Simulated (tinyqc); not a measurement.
# Sub-threshold conduction and electro-thermal threshold of an amorphous chalcogenide: threshold against amorphous thickness

Trap-limited conduction: I = I0 exp(-Ea/kB T) sinh(q V dz/(2 ua kB T)), I0 = 2 q A Nt dz/ta. One lumped temperature T = T0 + Rt I V. The threshold is the largest V for which a steady state exists on the low-current branch.

The threshold is the first local maximum over T of the V that solves Rt I(V, T) V = T - T0. Rt is held fixed.

Values chosen for this exercise; values of the order of Ge-Sb-Te and related chalcogenides:
- T0 = 300 K (ambient temperature)
- A = 2100 nm^2 (cross-section)
- dz = 4.3 nm (distance between traps)
- Ea = 0.37 eV (activation energy)
- Nt = 3.5e19 cm^-3 (trap density)
- ta = 2e-14 s (attempt time)
- Rt = 5.6 K/uW (thermal resistance)

Constants: q = 1.602176634e-19 C, kB = 1.380649e-23 J/K. Results are converted to the units shown.

Result of one run:

| Vth (V) | T - T0 (K) | Ith (uA) | field (MV/cm) |
|---|---|---|---|
| 1.562 | 61.37 | 7.014 | 0.8680 |

Which amorphous thickness ua gave this result: 18, 30, 36 or 48 nm?

ua = 18 nm.

The whole series:

| ua (nm) | Vth (V) | T - T0 (K) | Ith (uA) | field (MV/cm) |
|---|---|---|---|---|
| 18 | 1.562 | 61.37 | 7.014 | 0.8680 |
| 24 | 1.998 | 57.74 | 5.160 | 0.8326 |
| 30 | 2.416 | 55.25 | 4.083 | 0.8054 |
| 36 | 2.820 | 53.40 | 3.381 | 0.7834 |
| 42 | 3.213 | 51.93 | 2.886 | 0.7650 |
| 48 | 3.596 | 50.74 | 2.520 | 0.7492 |
| 54 | 3.970 | 49.74 | 2.237 | 0.7353 |
| 60 | 4.337 | 48.88 | 2.013 | 0.7229 |

Vth rises from 1.56 to 4.34 V, as ua^(0.85), and the threshold field falls from 0.868 to 0.723 MV/cm; Ith falls from 7.01 to 2.01 uA. A power of 1 would mean a fixed threshold field.

Range of the model: Purely electronic switching mechanisms, filaments and series resistance are left out.

tinyqc, about 0.01 s, one thread, Intel Xeon 2.30GHz (shared host): `OMP_NUM_THREADS=1 python tinyqc.py 2490117 2490118 out.jsonl`
